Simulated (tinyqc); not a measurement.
Ways to reach the isolated limit: finite-size error of a charged defect in a periodic cell: Madelung and Makov-Payne terms. Computed by tinyqc, a small Python program. Command: `OMP_NUM_THREADS=1 python tinyqc.py 3025317 3025318 out.jsonl imagecharge walk`. One thread of a shared host (Intel(R) Xeon(R) Processor @ 2.30GHz), about 0.01 s of CPU time with the checks.

L is the cube root of the cell volume. The defect charge is a Gaussian, rho(r) = q (2 pi sigma^2)^(-3/2) exp(-r^2/2 sigma^2), repeated periodically in a uniform neutralising background and screened by a continuum. The model cell energy is E(L) = E_0 + [periodic - isolated electrostatic energy].

Inputs (values chosen for the exercise, with screening close to that of beta-Ga2O3): charge q = 2 e; cell length L = 10.6 angstrom; dielectric constant eps = 9.82; width sigma of the defect charge = 2.1 angstrom; formation energy of the isolated defect E_0 = 4.27 eV.

Supercell lattice: fcc. Screening: isotropic.

scatter added to the six cells, standing for numerical noise (meV): [-3.1, 2, -0.27, 1.7, -2.4, 0.49]

Constants: e^2/(4 pi eps_0) = 14.39964548 eV angstrom.

Method:
- Cell vectors: (0,1,1), (1,0,1), (1,1,0), scaled to volume L^3.
- Ewald sum for a unit point charge: scale each Cartesian component of the cell by 1/sqrt(eps_i), giving R', G' and V'; E = [ (1/2) sum erfc(eta R')/R' + (2 pi/V') sum exp(-G'^2/4 eta^2)/G'^2 - eta/sqrt(pi) - pi/(2 V' eta^2) ] e^2/(4 pi eps_0) / sqrt(eps_x eps_y eps_z), over n_i = -6..6, omitting n = (0,0,0), eta = 2/V'^(1/3). alpha = -2 E eps_g L/(e^2/(4 pi eps_0)), eps_g = (eps_x eps_y eps_z)^(1/3).
- Periodic energy of the Gaussian: (2 pi q^2/V) sum_(G != 0) exp(-sigma^2 G^2)/(G.eps.G) x e^2/(4 pi eps_0), n_i = -k..k with k = max(9, L/sigma rounded up). Isolated energy: q^2/(2 sqrt(pi) sigma) <1/(n.eps.n)> e^2/(4 pi eps_0), the mean over directions n, here 1/eps.
- Cells of the same shape with L scaled by 0.7, 0.85, 1, 1.25, 1.5 and 2; the scatter is added to E(L).
- The point-charge correction scales as 1/L from its value at the input L.
- Least-squares fits of E(L) to a + b/L, a + c/L^3 or a + b/L + c/L^3; the estimate is a, and errors are against E_0.

Scaling data:
```
L (angstrom)  1/L (1/angstrom)  E(L) (eV)  E(L) + point-charge correction (eV)
7.42                  0.134771    3.50174                              4.64332
9.01                  0.110988    3.55177                              4.49190
10.60                 0.094340    3.60690                              4.40601
13.25                 0.075472    3.70228                              4.34157
15.90                 0.062893    3.77530                              4.30803
21.20                 0.047170    3.88799                              4.28755
```

point-charge correction -q^2 E = 0.799105 eV

nearest image = 11.8981 angstrom

Estimates of E_0:
```
way                              estimate (eV)  error (meV)
largest cell, uncorrected               3.8880      -382.01
largest cell, point-charge term         4.2875        17.55
1/L fit, three smallest                 3.8445      -425.54
1/L fit, all six                        4.0567      -213.35
1/L^3 fit, all six                      3.8034      -466.59
1/L and 1/L^3, three smallest           4.1081      -161.91
1/L and 1/L^3, all six                  4.2470       -23.03
corrected data, 1/L^3 fit               4.2745         4.49
```

coefficient b of the full fit = -7.9757 eV angstrom

What does the comparison show, and why?

Best here: corrected data, 1/L^3 fit (+4.5 meV); worst: 1/L^3 fit, all six (-467 meV). The fitted b is 94.2 % of the Madelung value -q^2 alpha e^2/(8 pi eps_0 eps_g). In the smallest cell the nearest image is under four widths away: the clouds overlap, which no power of 1/L describes. A pure 1/L fit lands below E_0, because the positive 1/L^3 term flattens the small-cell points.

Extremes, crossings and ranges named in words are read from the listed rows.
